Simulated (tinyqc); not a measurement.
Propagation of a band-gap error through k.p and effective-mass formulas, step by step. Values are carried at full precision from step to step, so a last printed digit may differ when a step is redone from the rounded ones.

Chain, for a gap E (the reference Eg or another value), with Ep and Dso kept: 1/me = 1 + Ep (E + 2 Dso/3)/(E (E + Dso)); g* = 2 - 2 Ep Dso/(3 E (E + Dso)); g1(E) = g1 + (Ep/3)(1/E - 1/Eg), g2(E) = g2 + (Ep/6)(1/E - 1/Eg), light hole 1/(g1 + 2 g2), heavy hole 1/(g1 - 2 g2) along [100]; optical constant ei(E) = 1 + (ei - 1)(EP/(EP + E - Eg))^2, static e0(E) = ei(E) + e0 - ei.

Constants: Ry = 13.60569312 eV; a0 (Bohr radius) = 0.5291772105 angstrom; kB = 8.617333262e-05 eV/K; hbar^2/2m0 = 3.80998211 eV angstrom^2.

Inputs chosen for the exercise (reference values near those of GaAs, gap at low temperature; shifted at random, so the results belong to these values and not to a real crystal):

| symbol | value | unit | meaning |
|---|---|---|---|
| Eg | 1.546 | eV | gap at Gamma to the s-like level |
| Dso | 0.344 | eV | spin-orbit splitting |
| Ep | 25.8 | eV | Kane energy |
| g1 | 7.01 |  | Luttinger gamma1 |
| g2 | 2.07 |  | gamma2 |
| e0 | 12.97 |  | static dielectric constant |
| ei | 10.77 |  | optical dielectric constant |
| EP | 5.09 | eV | mean (Penn) gap |
| Eg2 | 3.061 | eV | a wrong gap, of the size a hybrid with far too much exact exchange can give |
| mh | 0.62 | m0 | density-of-states mass of the holes |
| T | 400 | K | temperature |
| k | 0.039 | 1/angstrom | wave vector |

## Masses, g factor and screening for both gaps

Evaluate the chain at Eg and at Eg2.

Band values at the two gaps:

| quantity | at Eg | at Eg2 | ratio |
|---|---|---|---|
| me | 0.05997 | 0.1094 | 1.824 |
| g* | -0.02496 | 1.432 | - |
| g1 | 7.010 | 4.257 | 0.607 |
| g2 | 2.070 | 0.6934 | 0.335 |
| light hole | 0.08969 | 0.1772 | 1.976 |
| heavy hole | 0.3484 | 0.3484 | 1.000 |
| ei | 10.77 | 6.802 | 0.632 |
| e0 | 12.97 | 9.002 | 0.694 |

The gap is off by a factor of 1.98; the electron mass follows with 1.82 and the light hole with 1.98, while the heavy hole, which does not couple to the conduction level, keeps its value. The optical constant changes less, by -37 %, as it answers to the mean gap, which shifts by the same +1.51 eV on a base of 5.09 eV. g* moves by +1.46; near zero it is a difference of larger terms, and remote bands, left out here, shift it by tenths.

## Binding energies and densities for both gaps

Donor: R = Ry me/e0^2, a_B = a0 e0/me, Mott density (0.26/a_B)^3. Nc, Nv = 2 (m kT/(4 pi c))^(3/2), c = hbar^2/2m0, ni = sqrt(Nc Nv) exp(-E/2kT). Exciton: Ry mu/e0^2 with 1/mu = 1/me + g1(E). 1 angstrom^-3 = 1e24 cm^-3.

Use the values of the table.

Results:

| quantity | at Eg | at Eg2 | ratio |
|---|---|---|---|
| R (meV) | 4.850 | 18.36 | 3.79 |
| a_B (angstrom) | 114.5 | 43.56 | 0.381 |
| Mott density (cm^-3) | 1.172e+16 | 2.126e+17 | 18.1 |
| Nc (cm^-3) | 5.674e+17 | 1.397e+18 | 2.46 |
| ni (cm^-3) | 5.961e+08 | 0.2673 | 4.48e-10 |
| exciton (meV) | 3.415 | 12.53 | 3.67 |

Power laws carry the error on: the donor energy (me/e0^2) by a factor of 3.79, the Mott density (cube of me/e0) by 18.1. ni, with its exponential, changes by a factor of 4.48e-10, that is 9.3 decades.

## A scissor shift and what it does not mend

A rigid shift D = Eg - Eg2 of the conduction band restores the gap but leaves the curvature, so the mass stays me(Eg2); redoing the sum 1/m = 1 + Ep (E + 2 Dso/3)/(E (E + Dso)) with E = Eg and the same Ep gives another mass. For optics, eps2 at the edge goes as |p|^2/E^2: a rigid shift keeps the dipole elements p/E, while shifting the energies under unchanged p scales eps2 by (Eg2/Eg)^2.

shift D = -1.515 eV
mass under a rigid shift = 0.1094 m0
mass from the sum with the corrected gap = 0.0600 m0
factor on eps2 if p is left unscaled = 3.920

The rigid shift leaves the mass off by a factor of 1.82. The mass from the corrected gap is the reference me(Eg) here, because the exercise keeps Ep fixed; a real correction of the gap depends on k and changes Ep as well.

## Far from the edge the relative error shrinks

Two-level dispersion E(k) = sqrt(E^2/4 + Ep c k^2) - E/2 at k/4, k, 4k for both gaps, c = hbar^2/2m0.

Energies above the edge:

| k (1/angstrom) | at Eg (eV) | at Eg2 (eV) | ratio |
|---|---|---|---|
| 0.00975 | 0.0060 | 0.0030 | 0.507 |
| 0.03900 | 0.0913 | 0.0481 | 0.527 |
| 0.15600 | 0.9561 | 0.6454 | 0.675 |

The ratio tends to Eg/Eg2 = 0.51 at k = 0 and goes from 0.507 to 0.675: at large k both curves approach the same slope sqrt(Ep c), while their distance in eV grows towards |Eg - Eg2|/2.

## Checks

- Chain at E = Eg against the inputs g1, g2, ei, e0: they agree to 1e-10 or better.

tinyqc: `OMP_NUM_THREADS=1 python tinyqc.py 1850721 1850722 out.jsonl`; about 0.01 s, one thread, shared Intel(R) Xeon(R) Processor @ 2.30GHz.
